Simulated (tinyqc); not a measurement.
Effective-mass impurity with a central-cell term, in a basis of Slater functions: one step, computed by the program tinyqc.

The envelope obeys H = -nabla^2 - (2/r) [Z + A exp(-kappa r)] in effective units, with kappa = a*/lambda; positive A deepens the well near the core.

Problem. Effective units. Units: Ry* = Ry m/eps^2 and a* = a_0 eps/m, with m in m_0. kappa = a*/lambda; the hydrogenic ground state is bound by Z^2 Ry*.

Inputs (values chosen for the exercise, with mass and screening modelled on GaSb):

| quantity | value | unit |
|---|---|---|
| effective mass m | 0.0387 | m_0 |
| dielectric constant eps | 15.6 | - |
| charge Z of the core | 1 | - |
| central-cell range lambda | 1.6 | angstrom |

Impurity: donor, one isotropic band.

Constants: Ry = 13.605693123 eV; a_0 = 0.529177210903 angstrom.

Give: Ry*; a*; kappa; hydrogenic binding energy.

Solution.

Ry* = 2.164 meV

a* = 213.3 angstrom

kappa = 133.3 1/a*

hydrogenic binding energy = 2.164 meV
